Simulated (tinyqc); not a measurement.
Pariser-Parr-Pople SCF with singles CI, for the molecule c1ccnc[cH+]c1 (SMILES; centres numbered as the heavy atoms are written), step by step. One step of it, computed by the program tinyqc.

Question. Iteration 2: Fock matrix. F_rr = H_rr + P_rr gamma_rr / 2 + sum_(s != r) P_ss gamma_rs; F_rs = H_rs - P_rs gamma_rs / 2; E = tr P (H + F) / 2 + core repulsion sum_(r<s) z_r z_s gamma_rs.

P after iteration 1:
```
,1C,2C,3C,4N,5C,6C,7C
1C,0.838330,0.656930,0.194901,-0.228279,-0.193223,0.170555,0.621115
2C,0.656930,0.853028,0.614557,0.139603,-0.254627,-0.236127,0.170533
3C,0.194901,0.614557,0.782978,0.653495,0.089315,-0.254654,-0.193272
4N,-0.228279,0.139603,0.653495,1.051394,0.653528,0.139621,-0.228277
5C,-0.193223,-0.254627,0.089315,0.653528,0.782986,0.614545,0.194920
6C,0.170555,-0.236127,-0.254654,0.139621,0.614545,0.852978,0.656911
7C,0.621115,0.170533,-0.193272,-0.228277,0.194920,0.656911,0.838306
```

core matrix H (eV):
```
,1C,2C,3C,4N,5C,6C,7C
1C,-44.281508,-2.390000,0.000000,0.000000,0.000000,0.000000,-2.390000
2C,-2.390000,-44.260012,-2.390000,0.000000,0.000000,0.000000,0.000000
3C,0.000000,-2.390000,-44.150424,-2.510000,0.000000,0.000000,0.000000
4N,0.000000,0.000000,-2.510000,-45.942999,-2.510000,0.000000,0.000000
5C,0.000000,0.000000,0.000000,-2.510000,-44.149655,-2.390000,0.000000
6C,0.000000,0.000000,0.000000,0.000000,-2.390000,-44.256561,-2.390000
7C,-2.390000,0.000000,0.000000,0.000000,0.000000,-2.390000,-44.279351
```

repulsion gamma_rs (eV):
```
,1C,2C,3C,4N,5C,6C,7C
1C,11.500000,7.668034,5.113149,4.226321,4.252820,5.113149,7.668034
2C,7.668034,11.500000,7.665861,5.066279,4.252703,4.253137,5.113997
3C,5.113149,7.665861,11.500000,7.513246,5.112363,4.252667,4.253137
4N,4.226321,5.066279,7.513246,10.510000,7.514427,5.066520,4.226206
5C,4.252820,4.252703,5.112363,7.514427,11.500000,7.665226,5.112116
6C,5.113149,4.253137,4.252667,5.066520,7.665226,11.500000,7.665861
7C,7.668034,5.113997,4.253137,4.226206,5.112116,7.665861,11.500000
```

Centres (angstrom, eV; a flat drawing with bonds scaled to 1.40 angstrom):
```
centre,x,y,core charge z,W,gamma_rr
1C,1.613000,0.000000,1,10.240000,11.500000
2C,1.006000,1.261000,1,10.240000,11.500000
3C,-0.359000,1.573000,1,10.240000,11.500000
4N,-1.454000,0.700000,1,12.330000,10.510000
5C,-1.454000,-0.700000,1,10.240000,11.500000
6C,-0.359000,-1.573000,1,10.240000,11.500000
7C,1.006000,-1.261000,1,10.240000,11.500000
```

Give: F; pi energy.

Answer.

F (eV):
```
,1C,2C,3C,4N,5C,6C,7C
1C,-10.3536,-4.9087,-0.4983,0.4824,0.4109,-0.4360,-4.7714
2C,-4.9087,-10.3532,-4.7456,-0.3536,0.5414,0.5021,-0.4361
3C,-0.4983,-4.7456,-9.7274,-4.9649,-0.2283,0.5415,0.4110
4N,0.4824,-0.3536,-4.9649,-12.9223,-4.9654,-0.3537,0.4824
5C,0.4109,0.5414,-0.2283,-4.9654,-9.7273,-4.7453,-0.4982
6C,-0.4360,0.5021,0.5415,-0.3537,-4.7453,-10.3526,-4.9079
7C,-4.7714,-0.4361,0.4110,0.4824,-0.4982,-4.9079,-10.3533
```

pi energy = -80.5519 eV
